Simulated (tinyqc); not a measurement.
From results back to parameters: Koster-Slater impurity in an sp3s* host.

Problem. In the Koster-Slater model a defect shifts the s level of its site by Vs and the p levels by Vp; an A1 level solves 1/Vs = G_s(E) and a T2 level 1/Vp = G_p(E), E from the top of the valence band. A defect has an A1 level at E = 0.2798 eV, one of the energies of the table, and a T2 level at 0.4663 eV.

G(E) of the host (1/eV):
```
E (eV)                    G_s                    G_p
0.0000             -0.1474455              0.0145853
0.0933             -0.1695318             -0.0110335
0.1865             -0.1960843             -0.0345036
0.2798             -0.2288793             -0.0585423
0.3730             -0.2708255             -0.0851725
0.4663             -0.3271300             -0.1169774
0.5595             -0.4084854             -0.1586087
0.6528             -0.5435445             -0.2215070
0.7460  -699604300610.0000000  -109109832812.0000000
```

Find: Vs, Vp.

Solution. Read G_s and G_p at the two energies and invert them. Vs is attractive and pulls its level down from the conduction bands. Vp is attractive and pulls its level down from the conduction bands.

Vs, Vp (eV): -4.4  -8.5

Run: tinyqc, `OMP_NUM_THREADS=1 python tinyqc.py 1480478 1480479 out.jsonl`; Intel(R) Xeon(R) Processor @ 2.30GHz, one thread, shared host; about 0.05 s of CPU time with all checks.
